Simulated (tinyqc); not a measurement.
What each parameter does: valley splitting of a silicon quantum well in envelope theory.

The well lies at 0 < z < L; U(z) = V0 [1/(1 + exp(z/w)) + 1/(1 + exp((L - z)/w))] - e F z, 1 mV/nm = 1e-4 eV/angstrom. The envelope psi solves -(c/ml) psi'' + U psi = E psi, c = hbar^2/2m0, by three-point differences on a grid of 0.1 angstrom from -40 to L + 40 angstrom. The two valleys at +/- k0 couple through D = C0 times the integral of exp(-i q z) U(z) psi^2, q = 2 k0 (2 pi/a), and split by Ev = 2|D|.

Random alloy: with Y(z) = Yw + (Yb - Yw) B(z), B the bracket in U, and in-plane density exp(-r^2/ad^2)/(pi ad^2), D gains a random complex part of variance sigma^2 = (C0^2/pi)(a^2 V0/(8 ad (Yb - Yw)))^2 (4/a) times the integral of psi^4 Y (1 - Y). Alone it gives a mean splitting sqrt(pi) sigma; together with the smooth part the rms splitting is 2 sqrt(|D|^2 + sigma^2).

Constants: hbar^2/2m0 = 3.80998211 eV angstrom^2.

Values chosen for the exercise (near those of a strained Si well in SiGe; the results hold for these values, not for the real material): L = 52 angstrom (well width); V0 = 0.17 eV (conduction offset); ml = 0.933 m0 (mass along z); w = 0.7 angstrom (interface width parameter); F = 3.2 mV/nm (field pressing towards the upper interface); k0 = 0.847 2 pi/a (valley position); a = 5.431 angstrom (lattice constant); C0 = 0.266 (Bloch overlap factor); Yb = 0.27 (Ge share of the barrier); Yw = 0.05 (Ge share of the well); ad = 110 angstrom (dot radius).

Orbital spacing, psi^2 at z = L, the smooth splitting and sigma; V0 is held fixed when Yw changes.

One parameter was then changed.

Results before and after:
```
case     E2 - E1 (meV)  psi^2(L) (1e-3/angstrom)  2|D| (micro-eV)  sigma (micro-eV)
base             32.05                     2.931            10.71             114.3
changed          32.64                     3.548            15.67             115.4
```

Which of these changes was made? (a) k0 = 0.827 2 pi/a; (b) V0 = 0.213 eV; (c) F = 4.8 mV/nm; (d) ad = 150 angstrom; (e) L = 58 angstrom; (f) C0 = 0.319; (g) Yw = 0.08; (h) w = 0.91 angstrom.

Answer: (c) F = 4.8 mV/nm. Of the candidates, run in turn, only this one gives the changed row.

All candidates:
```
case               E2 - E1 (meV)  psi^2(L) (1e-3/angstrom)  2|D| (micro-eV)  sigma (micro-eV)
base                       32.05                     2.931            10.71             114.3
ad = 150 angstrom          32.05                     2.931            10.71              83.8
Yw = 0.08                  32.05                     2.931            10.71             164.6
L = 58 angstrom            27.04                     2.507            13.16             109.8
V0 = 0.213 eV              33.36                     2.380            11.66             144.5
w = 0.91 angstrom          32.33                     2.849             4.79             114.5
F = 4.8 mV/nm              32.64                     3.548            15.67             115.4
k0 = 0.827 2 pi/a          32.05                     2.931            25.55             114.3
C0 = 0.319                 32.05                     2.931            12.85             137.0
```

Program tinyqc; command `OMP_NUM_THREADS=1 python tinyqc.py 1282621 1282622 out.jsonl`; about 0.06 s on one thread of a shared Intel(R) Xeon(R) Processor @ 2.30GHz.
